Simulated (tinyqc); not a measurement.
# Surface potential of a MOS transistor: implicit equation and explicit approximations: what changes with what

p-type body, charge-sheet picture, depletion and inversion only, full ionisation (an idealisation for deep acceptors), Boltzmann statistics (rough once Na exp(x - xn) passes about Nc/7). In units of Vt: xg = (Vg - Vfb)/Vt, x = psi/Vt, G = gamma/sqrt(Vt), xn = (2 phiF + Vc)/Vt. The implicit equation is (xg - x)^2 = G^2 [x - 1 + exp(x - xn)] for x above about 3. Cox = eps0 eox/tox.

Inputs (values chosen for the exercise); band and dielectric values close to those of silicon: temperature T = 250 K; band gap Eg = 1.1 eV; relative permittivity eps_r = 11.6; conduction-band density of states at T Nc = 2.12e19 cm^-3; valence-band density of states at T Nv = 2.02e19 cm^-3; relative permittivity of the gate insulator (close to silicon nitride) eox = 7.38; insulator thickness tox = 21 nm; acceptor density Na = 7.1e17 cm^-3; flat-band voltage Vfb = -0.41 V; channel-body voltage Vc = 0 V; gate-body voltage Vg = 1.9 V.

Constants: q = 1.602176634e-19 C, kB = 1.380649e-23 J/K, Vt = kB T/q, eps0 = 8.8541878128e-14 F/cm where lengths are in cm. Results are converted to the units shown.

Each table varies one quantity; the others keep the values above.

## Accuracy of the approximations against gate voltage

ni = sqrt(Nc Nv) exp(-Eg/(2 Vt)), Eg in volts; phiF = Vt ln(Na/ni); gamma = sqrt(2 q eps0 eps_r Na)/Cox; VT = Vfb + Vt (xn + G sqrt(xn - 1)). Depletion value a = 1 + [sqrt(G^2/4 + xg - 1) - G/2]^2; inversion value b = xn + ln[(xg - xn)^2/G^2 - xn + 1] and first guess y = min(a, b) - ln(1 + exp(-|a - b|)) if a > xn + 1, else b = y = a; one second-order correction with D = exp(y - xn), p = 2 (xg - y) + G^2 (1 + D), w = (xg - y)^2 - G^2 (y - 1 + D): z = y + 2 w/(p + sqrt(p^2 - 2 (2 - G^2 D) w)), or the Newton step z = y + w/p where the root is not real. N_inv = (Cox Vt G/q) [sqrt(x - 1 + exp(x - xn)) - sqrt(x - 1)] at the root. Lambert form (Cox m Vt/q) W0[(G/(2 m sqrt(xn - 1))) exp((Vg - VT)/(m Vt))], m = 1 + G/(2 sqrt(xn - 1)). Errors under 1e-4 mV, and the linear form below VT, are printed as 0.

Results:
```
Vg (V)  psi (V)    x - xn  error of y (mV)  error of z (mV)  N_inv (cm^-2)  Cox (Vg - VT)/q (cm^-2)  Lambert form (cm^-2)
1.65    0.74167   -9.8881          5.23e-4                0       1.9445e6                        0              1.2844e6
1.85    0.84777   -4.9634           0.0694                0       2.4987e8                        0              2.1992e8
2.05    0.94966  -0.23361             7.59          -0.0543      2.6585e10                 8.9405e9             2.6619e10
2.45     1.0181    2.9439             7.17           -0.161      5.6520e11                7.8579e11             5.7193e11
2.65     1.0297    3.4808             5.50          -0.0695      9.1373e11                1.1742e12             9.2413e11
2.85     1.0380    3.8666             4.51          -0.0373      1.2736e12                1.5626e12             1.2875e12
3.05     1.0445    4.1702             3.85          -0.0228      1.6395e12                1.9511e12             1.6569e12
3.25     1.0500    4.4223             3.38          -0.0153      2.0093e12                2.3395e12             2.0300e12
```

Estimate the missing row, Vg = 2.25 V.

Computed row:
```
Vg (V)  psi (V)  x - xn  error of y (mV)  error of z (mV)  N_inv (cm^-2)  Cox (Vg - VT)/q (cm^-2)  Lambert form (cm^-2)
2.25    0.99873  2.0440             9.30           -0.343      2.4387e11                3.9736e11             2.4691e11
```

With this row back in the table: psi rises from 0.742 to 1.05 V and ends 4.4 Vt above 2 phiF + Vc. Among the rows the first guess is off by at most 9.3 mV (at Vg = 2.25 V) and the corrected value by at most 0.34 mV. In the last row the linear form is 16 % above N_inv and the Lambert form 1.0 % above it; in the first row the Lambert form is 34 % below it. For Vg = 2.25, 2.45, 2.65, 2.85, 3.05, 3.25 the electron quasi-Fermi level lies less than 2 Vt below the band edge at the surface, or above it, where degeneracy and confinement, left out, matter.

## Effect of the insulator thickness at fixed gate voltage

Same model as above.

Effect of the insulator thickness at fixed gate voltage:
```
tox (nm)  psi (V)   x - xn  error of y (mV)  error of z (mV)  N_inv (cm^-2)  Cox (Vg - VT)/q (cm^-2)  Lambert form (cm^-2)
7          1.0706   5.3808             5.06          -0.0547      4.1308e12                4.9819e12             4.2132e12
9.6        1.0534   4.5793             5.49          -0.0706      2.2740e12                2.8433e12             2.3137e12
13         1.0314   3.5603             7.08           -0.158      9.7937e11                1.3374e12             9.9459e11
18        0.97428  0.90909             2.51         -3.10e-3      8.1514e10                1.5632e11             8.2427e10
25        0.74114  -9.9128          5.57e-4                0       1.8978e6                        0              1.2168e6
34        0.52512  -19.940                0                0         100.21                        0                13.111
```

As tox goes from 7 to 34, psi falls from 1.07 to 0.525 V, x - xn falls from 5.38 to -19.9 and N_inv falls from 4.13e12 to 100 cm^-2. The Lambert form lies between 0.131 and 1.02 times N_inv. For tox = 7, 9.6, 13 the electron quasi-Fermi level lies less than 2 Vt below the band edge at the surface, or above it, where degeneracy and confinement, left out, matter.

Numbers from tinyqc (`OMP_NUM_THREADS=1 python tinyqc.py 2122232 2122233 out.jsonl`; about 0.01 s on one thread of a shared Intel Xeon 2.30GHz).
